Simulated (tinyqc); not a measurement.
Hydrogenic impurity: series, fields, screening, photoionisation and donor-acceptor pairs. Changing the magnetic field B. Computed by tinyqc, a small Python program. Command: `OMP_NUM_THREADS=1 python tinyqc.py 3019848 3019849 out.jsonl hydrogenic sweep`. One thread of a shared host (Intel(R) Xeon(R) Processor @ 2.30GHz), about 0.03 s of CPU time with the checks.

One isotropic, parabolic band. Effective units: Ry* and a*, in which H = -nabla^2 - 2/r.

Inputs (values chosen for the exercise, modelled on GaSb): electron mass m = 0.0405 m_0; dielectric constant eps = 15.9.

Parts treated: magnetic field and screening.

Constants: Ry = 13.605693123 eV; a_0 = 0.529177210903 angstrom; h x 1 THz = 4.135667696 meV; mu_B = 5.7883818060e-05 eV/T.

Method. Ry* = Ry m/eps^2, a* = a_0 eps/m; level n is bound by Ry*/n^2; <r> = (3/2) a* in 1s; lines 1s -> np at Ry* (1 - 1/n^2); 1 THz = 4.135667696 meV. gamma = hbar omega_c/(2 Ry*) = mu_B B/(m Ry*). For m_z = 0, H = -nabla^2 - 2/r + gamma^2 rho^2/4, and the band edge moves to gamma Ry*. Basis: exp(-al rho^2 - be z^2), al_k = 0.02 x 2.4^k + gamma/4 x c with k = 0..11, be_k = 0.02 x 2.4^k and c = 0, 0.5, 1 (36 functions). With A = al_i + al_j, B = be_i + be_j (not the field) and the common factor pi^(3/2) dropped: S = 1/(A sqrt(B)), kinetic S (4 al_i al_j/A + 2 be_i be_j/B), <rho^2> = S/A, <1/r> = (2/sqrt(pi)) atanh(u)/(A u), u = sqrt(1 - B/A), which is (2/sqrt(pi))/A when A = B; overlap eigenvalues below 1e-11 are dropped. Binding = (gamma - E) Ry*; the spin term shifts level and edge alike.

One run for each value; columns: (1) magnetic field B (T); (2) binding energy in the field (meV); (3) ground level (meV); (4) gamma; (5) magnetic length a*/sqrt(gamma) (angstrom):
```
(1)        (2)      (3)      (4)     (5)
0.0088  2.1921  -2.1796  0.00577  2734.9
0.0160  2.2024  -2.1795  0.01049  2028.3
0.0310  2.2235  -2.1792  0.02033  1457.1
0.0580  2.2609  -2.1780  0.03803  1065.3
0.1100  2.3312  -2.1740  0.07213   773.5
0.2000  2.4470  -2.1612  0.13114   573.7
0.3800  2.6588  -2.1157  0.24917   416.2
0.7000  2.9824  -1.9819  0.45901   306.6
```

Over the rows, binding energy in the field (meV) rises from 2.19 to 2.98 (exponent d ln y / d ln x 0.0078 between the first rows and 0.19 between the last); ground level (meV) rises from -2.18 to -1.98; gamma rises from 0.00577 to 0.459 (exponent d ln y / d ln x about 1.0 throughout). The band edge rises as gamma Ry*, the donor level at first only as gamma^2/2, so the binding grows; it grows more slowly once the magnetic length is below a*.
